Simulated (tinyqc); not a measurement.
Landau coefficients from the transition.

Question. u = a0 (T - T0) P^2 + be P^4 + ga P^6 (P in uC/cm^2, E in kV/cm, u in mJ/cm^3). Above the transition chi = Cw/(T - T0) with Cw = 1/(2 eps0 a0); at TC = T0 + be^2/(4 a0 ga) the polarisation jumps by sqrt(-be/(2 ga)). Find a0, be and ga.

Parameters, values chosen for the exercise:
- T0 = 700 K (Curie-Weiss temperature)

Constants: eps0 = 8.8541878128e-14 F/cm where lengths are in cm. Results are converted to the units shown.

TC = 717.777778 K
jump of P at TC = 33.3333333 uC/cm^2
Curie constant = 1.12940907e5 K

Answer. The Curie constant gives a0. At TC both u = 0 and du/dP = 0, which give ga = al/P^4 and be = -2 al/P^2 with al = a0 (TC - T0).

a0 = 0.0500 kV cm/(uC K)
be = -0.00160 kV cm^5/uC^3
ga = 7.20e-7 kV cm^9/uC^5

Computed by the program tinyqc: `OMP_NUM_THREADS=1 python tinyqc.py 2860121 2860122 out.jsonl`, one thread of a shared Intel Xeon 2.30GHz, about 0.01 s for the whole run.
